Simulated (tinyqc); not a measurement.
Temperature and repopulation: deformation-potential model of the L valleys of a conduction band.

Valleys with axes along [111], [1-1-1], [-11-1] and [-1-11], one whole valley each. Herring-Vogt shift of a valley with unit axis a: dE = Xd tr(e) + Xu a.e.a. Non-degenerate shares n_i = exp(-dE_i/kT)/sum_j exp(-dE_j/kT). Inverse mass tensor of a valley: (1 - a a)/mt + a a/ml; the masses are taken as independent of strain.

s11 = (C11 + C12)/((C11 - C12)(C11 + 2 C12)), s12 = -C12/((C11 - C12)(C11 + 2 C12)), s44 = 1/C44; exx = s11 sxx + s12 (syy + szz) and cyclic, exy = s44 sxy/2; tension is positive. A uniaxial stress X along the unit vector n is s_ij = X n_i n_j.

Constants: kB = 8.617333262e-05 eV/K.

Inputs chosen for the exercise (near those of Ge; the results hold for these values, not for the real material): ml = 1.598 m0 (longitudinal mass); mt = 0.085 m0 (transverse mass); Xd = -7.22 eV (dilation potential); Xu = 15.38 eV (uniaxial potential); C11 = 131.3 GPa; C12 = 49.1 GPa; C44 = 68.8 GPa; load = uniaxial [111] (kind of stress); X = -1.69 GPa (stress).

The load is fixed; m_c along [1-10] as 1/(u.M.u).

Results:

| T (K) | kT (meV) | n [111] | n [1-1-1] | n [-11-1] | n [-1-11] | m_c (m0) |
|---|---|---|---|---|---|---|
| 50 | 4.31 | 1.000 | 0.000 | 0.000 | 0.000 | 0.0850 |
| 150 | 12.93 | 1.000 | 0.000 | 0.000 | 0.000 | 0.0850 |
| 225 | 19.39 | 0.999 | 0.000 | 0.000 | 0.000 | 0.0850 |
| 300 | 25.85 | 0.995 | 0.002 | 0.002 | 0.002 | 0.0852 |
| 400 | 34.47 | 0.978 | 0.007 | 0.007 | 0.007 | 0.0858 |
| 500 | 43.09 | 0.943 | 0.019 | 0.019 | 0.019 | 0.0871 |

Give the missing row, T (K) = 77.

Computed row:
```
T (K)  kT (meV)  n [111]  n [1-1-1]  n [-11-1]  n [-1-11]  m_c (m0)
77         6.64    1.000      0.000      0.000      0.000    0.0850
```

The largest share falls from 1.000 at 50 K to 0.943 at 500 K (equal shares: 0.250); m_c goes from 0.0850 to 0.0871, against 0.1242 without stress. Only spread/kT enters, so the small-stress response goes as 1/T.

Computed by tinyqc, a small Python program: `OMP_NUM_THREADS=1 python tinyqc.py 1051091 1051092 out.jsonl` (the numbers bound the seed that draws the inputs); one thread of a shared host (Intel(R) Xeon(R) Processor @ 2.30GHz), about 0.03 s for the whole set of steps.
